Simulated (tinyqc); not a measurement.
## Area and perimeter leakage from two diodes

Inverse problem. A square diode and a finger diode leak I = JA area + JP perimeter. Find JA, JP and the side of the square at which both parts are equal.

areas (um^2): 40000  57000
perimeters (um): 800  23370
leakage currents (pA): 0.976  10.727400

Answer. Two linear equations give JA and JP; for a square of side a, JA a^2 = 4 JP a at a = 4 JP/JA.

JA = 1.600e-9 A/cm^2
JP = 4.200e-12 A/cm
side for equal parts = 105.0 um

Numbers from tinyqc (`OMP_NUM_THREADS=1 python tinyqc.py 2290062 2290063 out.jsonl`; about 0.01 s on one thread of a shared Intel Xeon 2.30GHz).
